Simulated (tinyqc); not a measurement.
Comparisons within one model: band offset from the macroscopic average of a supercell potential. A value that a table varies takes the place of the one given here.

A model of the planar-averaged electrostatic energy of an electron in a periodic cell of N1 periods of A (L1 = N1 n1 h) and N2 periods of B (L2 = N2 n2 h), on z_j = j h: V(z) = f VA + (1 - f) VB + F t(z), VA = V1[0] + V1[1] cos(2 pi z/(n1 h)) + V1[2] cos(4 pi z/(n1 h)), VB the same with V2, n2 and z - L1. f = [tanh(z/w) - tanh((z - L1)/w) + tanh((z - L1 - L2)/w)]/2 + 1/2; t(z) = z - L1/2 in A and (L1/L2)(L1 + L2/2 - z) beyond, so that the cell is periodic.

Running mean over n points, periodic: for odd n the plain mean of the n points centred on j; for even n the n + 1 points with half weight at both ends. The macroscopic average applies the mean over n1 points and then over n2 points.

dEv = Ev(A) - Ev(B) = Ev1 - (dV + Ev2); dEc = Ec(B) - Ec(A) = Eg2 - Eg1 - dEv. The correction of a gap, c = Eg[1] - Eg[0], lowers the valence top by fv c and leaves dV, a ground-state quantity, as it is. Type I: dEv and dEc of one sign; II: opposite signs; III: no overlap of the gaps.

Values chosen for the exercise (gaps near those of Si and Ge; shifted at random, so the results belong to these values and not to a real crystal):
- h = 0.3 angstrom (grid step)
- n1 = 7 (grid points per period of A)
- n2 = 6 (grid points per period of B)
- V1 = (-6.14, 3.2, -0.02) eV (mean and two harmonics of the potential in A)
- V2 = (-10.24, 2.09, 0.28) eV (the same in B)
- w = 0.34 angstrom (width of the interfaces)
- N1 = 5 (periods of A)
- N2 = 5 (periods of B)
- F = 0.029 eV/angstrom (slope in A from opposite charges on the two interfaces)
- Ev1 = 3.04 eV (valence top of bulk A above its mean potential)
- Eg1 = (0.63, 1.13) eV (gap of A: semi-local value, corrected value)
- Ev2 = 8.09 eV (valence top of bulk B above its mean potential)
- Eg2 = (0.1, 0.77) eV (gap of B: semi-local value, corrected value)

## How thick the regions must be

N1 = N2 = N, no slope (F = 0); dV is read at j = floor(N n1/2) and N n1 + floor(N n2/2). The exact value is V2[0] - V1[0].

Results:

| N | L1 (angstrom) | dV (eV) | error (meV) |
|---|---|---|---|
| 1 | 2.10 | -1.4102 | 2689.81 |
| 2 | 4.20 | -3.9924 | 107.64 |
| 3 | 6.30 | -4.0989 | 1.12 |
| 4 | 8.40 | -4.1000 | 0.00 |
| 5 | 10.50 | -4.1000 | 0.00 |
| 6 | 12.60 | -4.1000 | 0.00 |

What does this show, and why?

The error is below 10 meV from N = 3 on. The two windows together span 3.90 angstrom and must fit between the interface tails, which fall as exp(-2 z/w); the errors at N = 2, 3 and 4 are 107.64, 1.12 and 0.00 meV.

## The choice of windows

dV read at j = 17 and 50 after means over the numbers of points listed; ripple is the spread over the five points around each.

Results:

| windows | dV (eV) | ripple in A (meV) | ripple in B (meV) |
|---|---|---|---|
| none | -3.010 | 4878 | 2735 |
| 7 only | -3.757 | 35 | 528 |
| 6 only | -3.664 | 713 | 41 |
| 8 only | -4.010 | 574 | 634 |
| 8, 7 | -4.149 | 35 | 101 |
| 7, 6 | -4.096 | 35 | 41 |

Which rows can be used, and how does a wrong window show?

The last row matches both periods and lies +4 meV from the value of a thick cell, V2[0] - V1[0] = -4.100 eV. Against it the raw potential errs by +1.09 eV. No other row is within 20 meV of it. A window one point too long leaves a ripple of 574 meV in A, against 35 meV in the last row (of which the slope F makes 35 meV): the ripple is the sign to look for. Rows to use, with under 30 meV of ripple in both regions once the tilt is taken off: 7, 6. A row with a large ripple can hit the right value only by chance.

## Where the gap correction goes

dV = B - A = -4.0956 eV

fv1 and fv2 are varied.

Offsets (eV):

| fv1 | fv2 | dEv | dEc |
|---|---|---|---|
| 0.0 | 0.0 | -0.954 | 0.594 |
| 0.5 | 0.5 | -0.869 | 0.509 |
| 1.0 | 1.0 | -0.784 | 0.424 |
| 0.0 | 1.0 | -0.284 | -0.076 |
| 1.0 | 0.0 | -1.454 | 1.094 |
| 0.3 | 0.7 | -0.635 | 0.275 |

What does this show?

dEv + dEc = -0.360 eV in every row, but dEv alone spans 1.17 eV, the sum of the two corrections. A scissor on the conduction bands alone (first row) keeps the semi-local dEv; with equal shares fv the shift is fv times the difference of the corrections, +0.17 eV, against their sum of 1.17 eV: most of the error cancels if the shares are alike.

tinyqc: `OMP_NUM_THREADS=1 python tinyqc.py 1881157 1881158 out.jsonl`; about 0.01 s, one thread, shared Intel(R) Xeon(R) Processor @ 2.30GHz.
